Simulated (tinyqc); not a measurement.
# MOSFET in the linear regime without short-channel effects, parameter extraction from computed curves: extraction methods against the temperature

Inversion charge Q = Cox n Vt W0(exp((Vg - VT)/(n Vt))), W0 the Lambert function and n = nf; u = Q/Cox; mobility mu = mu0/(1 + th1 u + th2 u^2); channel resistance Rch = (L - dL)/(W mu Q); Id = Vd/(Rch + Rsd/W). Cox = eps0 eox/tox. Small Vd, no channel-length or drain effects.

From the continuous curve Id(Vg): tangent at peak gm (V_ext = Vg - Id/gm); constant current Id = 0.1 uA W/L; peak of d2Id/dVg2; Y = Id/sqrt(gm) drawn through Vg = VT + 0.6 and VT + 0.8 V, with intercept VT_Y and slope s. Mobilities gm,max L/(W Cox Vd) and s^2 L/(W Cox Vd) with the drawn L. Last column: share of Rsd/W in the total resistance at VT + 0.8 V.

Inputs (values chosen for the exercise); channel values of the order met in silicon transistors:
```
symbol,value,unit,meaning
eox,25.5,,relative permittivity of the gate insulator (close to zirconium oxide)
tox,3.6,nm,insulator thickness
mu0,190,cm^2/(V s),low-field mobility
th1,0.72,1/V,first mobility attenuation factor
th2,0,1/V^2,second mobility attenuation factor
VT,0.57,V,threshold voltage
nf,1.15,,body factor
W,1,um,gate width
L,0.37,um,drawn gate length
dL,0.015,um,drawn less effective length
Rsd,100,ohm um,source plus drain resistance
Vd,0.025,V,drain voltage
```

Constants: q = 1.602176634e-19 C, kB = 1.380649e-23 J/K, Vt = kB T/q, eps0 = 8.8541878128e-14 F/cm where lengths are in cm. Results are converted to the units shown.

Result of one run:
columns A: V_ext (V); B: constant current (V); C: second derivative (V); D: VT_Y (V); E: mobility from gm (cm^2/(V s)); F: mobility from Y (cm^2/(V s)); G: series share (%)
```
A          B      C      D    E    F     G
0.563  0.507  0.559  0.614  125  180  13.6
```

Which temperature T gave this result: 110, 150, 220 or 300 K?

T = 300 K.

The whole series:
columns A: T (K); B: V_ext (V); C: constant current (V); D: second derivative (V); E: VT_Y (V); F: mobility from gm (cm^2/(V s)); G: mobility from Y (cm^2/(V s)); H: series share (%)
```
A        B      C      D      E    F    G     H
77   0.574  0.567  0.568  0.592  155  194  14.2
110  0.573  0.560  0.567  0.598  149  192  14.1
150  0.572  0.551  0.566  0.603  142  189  14.0
220  0.569  0.532  0.563  0.610  133  185  13.8
300  0.563  0.507  0.559  0.614  125  180  13.6
370  0.557  0.484  0.555  0.616  120  176  13.4
450  0.549  0.456  0.550  0.616  114  171  13.3
```

The model has VT = 0.57 V and mu0 = 190 cm^2/(V s). Over the table the extracted thresholds move by 25 mV (tangent), 110 mV (constant current), 18 mV (second derivative), 24 mV (Y function). The mobility from gm falls from 155 to 114 and that from Y falls from 194 to 171 cm^2/(V s).

Computed by the program tinyqc: `OMP_NUM_THREADS=1 python tinyqc.py 2210039 2210040 out.jsonl`, one thread of a shared Intel Xeon 2.30GHz, about 0.01 s for the whole run.
